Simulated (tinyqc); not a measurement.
Inside a calculation. Model: transfer-length model of a contact.

Program tinyqc, `OMP_NUM_THREADS=1 python tinyqc.py 2760170 2760171 out.jsonl`; Intel Xeon 2.30GHz, shared host, one thread, about 0.01 s. Printed values are rounded.

A metal contact of length d and width W on a thin layer of the same width. The metal has no resistance, the sheet resistance under it equals Rsh, and current enters the layer at the front edge x = 0.

Inputs (values chosen for the exercise):
- d = 0.057 um (contact length)
- W = 5.7 um (contact width)

## Straight-line fit

L, gap 1 to 5 (um): [0.11, 0.2, 0.37, 0.67, 1.2]
R_T, gap 1 to 5 (ohm): [29.022, 41.291, 64.665, 105.48, 177.97]

Pairs of such contacts at gaps L have R_T = Rsh L/W + 2 Rc. The values of R_T were made from Rsh and rc with a random scatter of 0.2 % and are treated as data. Least squares: slope = sum (L - mean L)(R_T - mean R_T)/sum (L - mean L)^2, intercept = mean R_T - slope mean L. Rsh = slope W, Rc = intercept/2, and A = Rc/slope is half the distance from the origin to the zero of the line.

slope = 136.627 ohm/um
intercept = 14.0057 ohm
Rsh = 778.775 ohm/sq
Rc = 7.00286 ohm
A = 0.0512553 um

## Iteration 1: transfer length

Lt at the start = 0.0512553 um

A = Lt coth(d/Lt) is solved for Lt, starting from Lt = A. Lt(new) = A tanh(d/Lt).

Lt after iteration 1 = 0.0412501 um

## Iteration 2: transfer length

As before.

Lt after iteration 2 = 0.0451742 um

## Course of the iteration

Stop when Lt changes by less than 1e-9 of itself, or after 40 iterations.

Course of the iteration:
```
iteration    Lt (um)  relative change
1          0.0412501            0.195
2          0.0451742           0.0951
3          0.0436467           0.0338
4          0.0442458           0.0137
5          0.0440113          5.30e-3
6          0.0441032          2.09e-3
7          0.0440672          8.16e-4
8          0.0440813          3.20e-4
9          0.0440758          1.25e-4
...              ...              ...
14         0.0440774          1.15e-6
15         0.0440773          4.52e-7
16         0.0440773          1.77e-7
17         0.0440773          6.94e-8
18         0.0440773          2.72e-8
19         0.0440773          1.06e-8
20         0.0440773          4.17e-9
21         0.0440773          1.63e-9
22         0.0440773         6.40e-10
```

Converged in 22 iterations. The plain step multiplies the error by -2x/sinh(2x) = -0.39, x = d/Lt.

## Contact resistivity

converged Lt = 0.0440773 um

rc = Rsh Lt^2. Short cuts: Rsh A^2 (long contact, Lt = A) and Rc W d (short contact, even current).

rc = 1.51301e-8 ohm cm^2
Rsh A^2 = 2.04592e-8 ohm cm^2
Rc W d = 2.27523e-8 ohm cm^2

The extracted rc is 0.87 % above the value 1.5e-8 ohm cm^2 that made the data. The long-contact form is 35 % above the extracted value and the short-contact form 50 % above it; both can only overstate it.
